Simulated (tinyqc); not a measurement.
Quasiparticle equation with a plasmon-pole self-energy for two band edges, step by step. Values are carried at full precision from step to step, so a last printed digit may differ when a step is redone from the rounded ones.

For each edge E = e + X + Sc(E), with the correlation part Sc(E) = A[0]/(E - a + w) + A[1]/(E - b - w); a and b are the valence and conduction energies that enter the Green function (a = ev, b = ec in the one-shot scheme). Z = 1/(1 - dSc/dE), dSc/dE = -A[0]/(E - a + w)^2 - A[1]/(E - b - w)^2.

Inputs chosen for the exercise (scales of the order of those of Ge; the results hold for these values, not for the real material): ev = 0 eV (mean-field valence top); ec = 0.1 eV (mean-field conduction edge); w = 13.9 eV (pole energy); Av = (38.1, 16.2) eV^2 (weights of the valence state on the hole and electron poles); Ac = (20.8, 37.5) eV^2 (the same for the conduction state); Xv = -1.95 eV (exchange minus the mean-field potential, valence); Xc = 1.76 eV (the same, conduction).

## Linearised one-shot correction

Evaluate Sc and its slope at the mean-field energy; E = e + Z (X + Sc).

Terms:
```
edge,Sc (eV),dSc/dE,Z,X + Sc (eV),E (eV)
valence,1.5839,-0.2798,0.7813,-0.3661,-0.2861
conduction,-1.2121,-0.3002,0.7691,0.5479,0.5214
```

gap = 0.8074 eV
gap with Z = 1 = 1.0140 eV

The gap opens by 0.707 eV, 40 % of it by lowering the valence top. Setting Z = 1 would overshoot by 0.207 eV. X and Sc have opposite signs and are each larger than the sum they leave, so both must be converged well.

## Solving the equation for the conduction edge

Newton steps on f(E) = E - ec - Xc - Sc(E) from E = ec; the first step is the linearised result.

Iterates:
```
step,E (eV),Sc (eV),f (eV)
0,0.10000,-1.21213,-0.547873
1,0.52137,-1.33988,0.001250
2,0.52041,-1.33959,0.000000
3,0.52041,-1.33959,0.000000
```

The linearisation errs by +1.0 meV, as the shift is only 0.030 of the pole energy.

## All solutions for the valence state

Multiplying out gives a cubic; give its three roots and their weights Z.

roots (eV): -16.598  -0.286  15.034

weights: 0.1600  0.7782  0.0617

The weights add up to 1. The satellite below lies 16.31 eV from the main peak, 17 % more than w: this scheme places plasmon satellites too far out, and gives one where a cumulant form gives a series.

## Updating the energies in the Green function

Solve both equations exactly, put the results in place of a and b, and repeat five times; w is kept.

Cycles (eV):
```
cycle,Ev,Ec,gap
1,-0.2855,0.5204,0.8059
2,-0.3052,0.5639,0.8691
3,-0.3057,0.5690,0.8748
4,-0.3055,0.5698,0.8753
5,-0.3054,0.5699,0.8753
```

The update moves the gap by +69 meV from the one-shot value; each cycle shrinks the change to about 0.09 of the one before.

## Checks

- Sum of the weights of the three roots: both 1.000000.
- Newton result against the root by bisection (eV): both 0.52041.

(tinyqc, `OMP_NUM_THREADS=1 python tinyqc.py 1880565 1880566 out.jsonl`, Intel(R) Xeon(R) Processor @ 2.30GHz, 1 thread, shared host, about 0.02 s.)
